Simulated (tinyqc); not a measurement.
Band-to-band tunnelling in a uniform field: complex band structure along [001] in sp3s* tight binding.

For k = (0, 0, kz) the phase sums are g0 = cos(phi) and g3 = i sin(phi), phi = kz a/4, and the s, pz, s* orbitals of anion (a) and cation (c) decouple from px, py. With z = exp(i phi), H(z) = H0 + z T + T^T/z for any complex z. H0 is diagonal (Esa, Epa, Exa, Esc, Epc, Exc). The anion-cation block is B(z) = z U + W/z and the cation-anion block z W^T + U^T/z, where U has Vss/2 (s,s), Vsapc/2 (s,z), -Vscpa/2 (z,s), Vxx/2 (z,z), Vxapc/2 (s*,z), -Vpaxc/2 (z,s*), and W has the same values with the s-z and s*-z signs reversed. |z| = 1 is a band state, |z| < 1 decays along [001] as exp(-kappa d) over a distance d, kappa = -(4/a) ln|z|. No spin-orbit coupling.

Constants: hbar^2/2m0 = 3.80998211 eV angstrom^2.

Values chosen for the exercise (out of a larger set: near a published set for InAs, fitted to gaps, whose masses and valley positions are rough (light masses up to twice too heavy); not measured data): p = (-9.526, 0.913, -2.749, 3.731, 7.334, 6.701, -5.653, 1.858, 4.429, 3.031, 5.381, 3.359, 3.91) eV (order Esa, Epa, Esc, Epc, Exa, Exc, Vss, Vxx, Vxy, Vsapc, Vscpa, Vxapc, Vpaxc); a = 6.061 angstrom (lattice constant).

Ev = -0.00983 eV
EG (direct gap) = 0.46311 eV

masses of this model, from the curvature at Gamma (m0): m_lh 0.03178, m_e 0.03429

WKB at zero transverse momentum: T = exp(-2 I/(eF)), I = integral of kappa dE across the direct gap (8 Gauss-Legendre points in theta, E = EG sin^2 theta, 0 to pi/2); 1 MV/cm = 0.01 V/angstrom. The two-band form gives I = (pi/8) sqrt(m/c) EG^(3/2) with m = 2 m_lh m_e/(m_lh + m_e).

Tunnelling:

| F (MV/cm) | path EG/eF (angstrom) | exponent 2I/eF | T, tight binding | T, two-band |
|---|---|---|---|---|
| 0.50 | 92.6 | 4.603 | 0.0100 | 0.00999 |
| 1.00 | 46.3 | 2.302 | 0.100 | 0.0999 |
| 1.50 | 30.9 | 1.534 | 0.216 | 0.215 |
| 2.00 | 23.2 | 1.151 | 0.316 | 0.316 |
| 3.00 | 15.4 | 0.767 | 0.464 | 0.464 |
| 4.00 | 11.6 | 0.575 | 0.562 | 0.562 |

Give the missing row, F (MV/cm) = 0.75.

Computed row:
```
F (MV/cm)  path EG/eF (angstrom)  exponent 2I/eF  T, tight binding  T, two-band
0.75                        61.7           3.069            0.0465       0.0464
```

I, tight binding = 0.011509 eV/angstrom
I, two-band = 0.011516 eV/angstrom

The two-band integral is +0.06 % from the tight-binding one, which makes the two-band T 0.997 times the other at 0.5 MV/cm and 0.9996 times at 4 MV/cm. Doubling the field from 1 to 2 MV/cm halves the exponent and raises T by a factor 3.16. Where the exponent falls below about 2 the WKB form is only a guide.

Program tinyqc; command `OMP_NUM_THREADS=1 python tinyqc.py 1451849 1451850 out.jsonl`; about 0.01 s on one thread of a shared Intel(R) Xeon(R) Processor @ 2.30GHz.
